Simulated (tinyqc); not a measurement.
# Effect of the position of a charge sheet

One sheet of -1.8e11 cm^-2 lies at the depth x from the gate; it shifts Vfb by -(q/eps0) Q s, with s = x/e2 in layer 2 and t2/e2 + (x - t2)/e1 in layer 1, and it induces the share s/(t1/e1 + t2/e2) of its image in the semiconductor.

Values chosen for this exercise:
```
symbol,value,unit,meaning
t1,1.7,nm,"thickness of layer 1, next to the semiconductor"
e1,8.7,,relative permittivity of layer 1
t2,3.5,nm,"thickness of layer 2, next to the gate"
e2,21.2,,relative permittivity of layer 2
```

Constants: q = 1.602176634e-19 C, eps0 = 8.8541878128e-14 F/cm where lengths are in cm. Results are converted to the units shown.

Results:
```
x (nm)  shift (mV)  image in the semiconductor (%)
0                0                               0
0.65        0.9986                           8.505
1.95         2.996                           25.52
2.6          3.995                           34.02
3.25         4.993                           42.53
3.9          6.875                           58.55
4.55         9.308                           79.28
5.2          11.74                           100.0
```

Estimate the missing row, x = 1.3 nm.

Computed row:
```
x (nm)  shift (mV)  image in the semiconductor (%)
1.3          1.997                           17.01
```

With this row back in the table: The shift grows from 0 at the gate to 11.7 mV at the semiconductor, by 1.54 mV/nm in layer 2 and 3.74 mV/nm in layer 1, the ratio of the permittivities. A sheet between the layers has 45.8 % of its full effect.

tinyqc, about 0.01 s, one thread, Intel Xeon 2.30GHz (shared host): `OMP_NUM_THREADS=1 python tinyqc.py 2010089 2010090 out.jsonl`
